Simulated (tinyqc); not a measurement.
Two-band model of a narrow-gap semiconductor with electrons and holes. Inputs raised by 5 %, one at a time. Computed by tinyqc, a small Python program. Command: `OMP_NUM_THREADS=1 python tinyqc.py 3027063 3027064 out.jsonl bipolar sens`. One thread of a shared host (Intel(R) Xeon(R) Processor @ 2.30GHz), about 0.3 s of CPU time with the checks.

Two parabolic bands with acoustic scattering (r = -1/2, a = 0), a gap that does not change with T, and fully ionised dopants. Melting is ignored, so values above the melting point are formal, and kappa_L does not change with T. eta_n = (E_F - E_c)/(k_B T), eta_p = -eta_n - E_g/(k_B T).

Inputs (values chosen for the exercise, modelled on PbTe):
```
quantity                                value        unit
electron mass m_n                        0.26         m_0
hole mass m_p                            0.31         m_0
electron mobility parameter mu_300,n     1100  cm^2/(V s)
hole mobility parameter mu_300,p          850  cm^2/(V s)
temperature exponent p                    1.5           -
band gap E_g                             0.32          eV
net doping N                          7.1e+18      1/cm^3
lattice thermal conductivity kappa_L        1     W/(m K)
temperature T                             250           K
```

Doping: n-type.

Constants: k_B = 8.617333262e-05 eV/K; m_0 = 9.1093837015e-31 kg; k_B = 1.380649e-23 J/K; hbar = 1.054571817e-34 J s; e = 1.602176634e-19 C.

Method:
- With x = E/(k_B T), a = alpha k_B T (0 for a parabolic band), G = x (1 + a x), D = 1 + 2 a x and <y> = int y f (1 - f) dx, f = 1/(1 + exp(x - eta)): tau = tau_0 G^r/D; transport function s = G^(3/2 + r)/D^2; n = N_0 <G^(3/2)> with N_0 = (2 m k_B T)^(3/2)/(3 pi^2 hbar^3).
- Integrals over x = E/(k_B T) use 160 Gauss-Legendre points in u = sqrt(x) from 0 to sqrt(max(eta, 0) + 32).
- Neutrality: n - p = N, with n = N_0(m_n) <x^(3/2)> at eta_n and p = N_0(m_p) <x^(3/2)> at eta_p.
- sigma = e mu_0 N_0 <s> with mu_0 = e tau_0/m = mu_300 (T/300 K)^(-p); |S| = (k_B/e)(<x s>/<s> - eta); Lorenz number L = (k_B/e)^2 (<x^2 s>/<s> - (<x s>/<s>)^2); kappa_e = L sigma T; zT = S^2 sigma T/(kappa_L + kappa_e).
- Hall factor r_H = <x^(3/2)> <x^(1/2)>/<s>^2.
- Both bands together (these totals replace the one-band zT): sigma = sigma_n + sigma_p; S = (sigma_p |S_p| - sigma_n |S_n|)/sigma; kappa_bip = (sigma_n sigma_p/sigma)(|S_n| + |S_p|)^2 T; kappa_e = (L_n sigma_n + L_p sigma_p) T; zT = S^2 sigma T/(kappa_L + kappa_e + kappa_bip); weak-field R_H = (r_p sigma_p^2/p - r_n sigma_n^2/n)/(e sigma^2), where the Hall factors r_n and r_p are <x^(3/2)> <x^(1/2)>/<s>^2.
- T_max maximises |S| of the majority sign between 150 and 1200 K; the Goldsmid-Sharp estimate is E_g = 2 e |S_max| T_max.

Runs:
```
input moved                                           from         to  conductivity sigma (S/cm)  kappa_e (W/(m K))  |S_max| (microvolt/K)  T_max (K)
base run                                                 -          -                     933.25            0.43267                 214.06     742.52
electron mass m_n (m_0)                               0.26      0.273                     946.82            0.43452                 218.65     734.54
hole mass m_p (m_0)                                   0.31     0.3255                     933.25            0.43267                 212.92     734.48
electron mobility parameter mu_300,n (cm^2/(V s))     1100       1155                     979.91            0.45430                 214.77     747.76
hole mobility parameter mu_300,p (cm^2/(V s))          850      892.5                     933.25            0.43267                 213.35     737.33
band gap E_g (eV)                                     0.32      0.336                     933.25            0.43267                 217.51     762.97
net doping N (1/cm^3)                              7.1e+18  7.455e+18                     970.24            0.45292                 211.79     753.43
temperature T (K)                                      250      262.5                     880.00            0.42405                 214.06     742.52
```

Exponents ln(y'/y) / ln(x'/x):
```
input                                 conductivity sigma  kappa_e  |S_max|   T_max
electron mass m_n                                  0.296    0.088    0.435  -0.221
hole mass m_p                                      0.000    0.000   -0.110  -0.223
electron mobility parameter mu_300,n               1.000    1.000    0.068   0.144
hole mobility parameter mu_300,p                   0.000    0.000   -0.068  -0.144
band gap E_g                                       0.000    0.000    0.327   0.557
net doping N                                       0.797    0.938   -0.219   0.299
temperature T                                     -1.204   -0.412    0.000   0.000
```

Among the inputs moved here: conductivity sigma answers most in size to temperature T (exponent -1.204), next to electron mobility parameter mu_300,n (+1.000); its exponent is below 0.0005 for hole mass m_p, hole mobility parameter mu_300,p, band gap E_g. kappa_e answers most in size to electron mobility parameter mu_300,n (exponent +1.000), next to net doping N (+0.938); its exponent is below 0.0005 for hole mass m_p, hole mobility parameter mu_300,p, band gap E_g. |S_max| answers most in size to electron mass m_n (exponent +0.435), next to band gap E_g (+0.327); its exponent is below 0.0005 for temperature T. T_max answers most in size to band gap E_g (exponent +0.557), next to net doping N (+0.299); its exponent is below 0.0005 for temperature T.
